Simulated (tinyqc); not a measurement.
From results back to parameters: Franz-Keldysh effect at a direct gap. Two cases, with inputs chosen for the exercise.

Problem. In modulation spectra the extrema of the oscillations lie at E_n = Eg + th (3 pi (n - 1/2)/4)^(2/3) (the phase constant is taken as pi/2 here), with th = (c (e Fd)^2/mr)^(1/3), mr = me mhh/(me + mhh), c = hbar^2/2m0; 1 kV/cm = 1e-5 V/angstrom. Extrema n = 2 and n = 4 are given; Eg and the field are hidden.

Constants: hbar^2/2m0 = 3.80998211 eV angstrom^2.

Case 1.

Values chosen (out of a larger set: near those of InGaAs; not measured data): me = 0.0425 m0 (electron mass); mhh = 0.481 m0 (heavy-hole mass).

E_2 = 0.80080 eV
E_4 = 0.83633 eV

Case 2.

Values chosen (out of a larger set: near those of InP; not measured data): me = 0.0765 m0 (electron mass); mhh = 0.59 m0 (heavy-hole mass).

E_2 = 1.47250 eV
E_4 = 1.56095 eV

Find: th; Eg; Fd.

Solution. E_n is linear in (3 pi (n - 1/2)/4)^(2/3): the slope is th and the intercept Eg; then e Fd = sqrt(th^3 mr/c).

Case 1.

th = 20.17 meV
Eg = 0.754 eV
Fd = 29 kV/cm

Case 2.

th = 50.21 meV
Eg = 1.356 eV
Fd = 1.5e+02 kV/cm

Computed by tinyqc, one run a case: `OMP_NUM_THREADS=1 python tinyqc.py N N+1 out.jsonl` with N = 1652404, 1652540; one thread of a shared Intel(R) Xeon(R) Processor @ 2.30GHz, about 0.01 s a run at most.
